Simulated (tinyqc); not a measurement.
Drifting, spreading and decaying minority pulse (Haynes-Shockley), Crank-Nicolson time steps: one step of the calculation.

Low injection in a uniform field: dn/dt = D d2n/dx2 - v dn/dx - n/tau with D = mu Vt and v = mu F towards +x. Exact solution on an infinite bar for a Gaussian start at x0: n = N0 exp(-t/tau) exp(-(x - x0 - v t)^2/(2 s^2))/sqrt(2 pi s^2), s^2 = s0^2 + 2 D t.

Problem. Coefficients of the scheme. Exponentially fitted fluxes: d = F hx/Vt, B(d) = d/(exp(d) - 1), k = D dt/hx^2; (L n)_i = a n_(i-1) + b n_i + c n_(i+1) with a = k B(-d), c = k B(d), b = -a - c - dt/tau. Explicit steps keep n positive for dt up to 1/[(D/hx^2)(B(d) + B(-d)) + 1/tau].

Inputs (values chosen for the exercise); mobility close to that of silicon at room temperature: temperature T = 350 K; minority-carrier mobility mu = 1340 cm^2/(V s); sweep field along the drift F = 24 V/cm; mesh step hx = 35 um; lifetime tau = 1.1e-6 s; time step dt = 9.2e-8 s.

Constants: q = 1.602176634e-19 C, kB = 1.380649e-23 J/K, Vt = kB T/q. Results are converted to the units shown.

Wanted: D; v; d; a; b; c; positivity limit of dt.

Solution.

D = 40.415 cm^2/s
v = 32160 cm/s
d = 2.7851
a = 0.90096
b = -1.0402
c = 0.055611
positivity limit of dt = 8.8444e-8 s

Program tinyqc, `OMP_NUM_THREADS=1 python tinyqc.py 2310113 2310114 out.jsonl`; Intel Xeon 2.30GHz, shared host, one thread, about 0.01 s.
